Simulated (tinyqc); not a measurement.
Joule-heated wire on a substrate, fin equation: one step of the calculation.

A wire of length L loses heat along itself to two contacts and sideways to the substrate: kap A theta'' - g theta + p = 0 with theta = T - T0 and p(x) = p0 exp(-((x/L - x0)/sg)^2/2). The ends are held at T0. Constant conductivity, diffusive heat flow.

Question. The tridiagonal system. Nodes x_i = i h, h = L/12; box widths w_i = h (h/2 at the ends); c = kap A/h; equation of node i: -c theta_(i-1) + d_i theta_i - c theta_(i+1) = b_i with d_i = 2 c + g w_i, b_i = p(x_i) w_i; theta = 0 at the end nodes.

Parameters, values chosen for the exercise: conductivity along the wire kap = 90 W/(m K); cross-section A = 440 nm^2; conductance per length to the substrate g = 0.27 W/(m K); length between the contacts L = 1600 nm; thermal resistance of each contact Rc = 0 K/uW; peak heating per length p0 = 0.062 uW/nm; place of the hot spot as a share of L x0 = 0.63; width of the hot spot as a share of L sg = 0.1.

Give: c; d; b.

Answer.

c = 0.29700 uW/K

```
node,d (uW/K),b (uW)
1,0.63000,2.6792e-6
2,0.63000,1.8016e-4
3,0.63000,0.0060496
4,0.63000,0.10144
5,0.63000,0.84932
6,0.63000,3.5510
7,0.63000,7.4138
8,0.63000,7.7292
9,0.63000,4.0238
10,0.63000,1.0460
11,0.63000,0.13579
```

Program tinyqc, `OMP_NUM_THREADS=1 python tinyqc.py 2520067 2520068 out.jsonl`; Intel Xeon 2.30GHz, shared host, one thread, about 0.01 s.
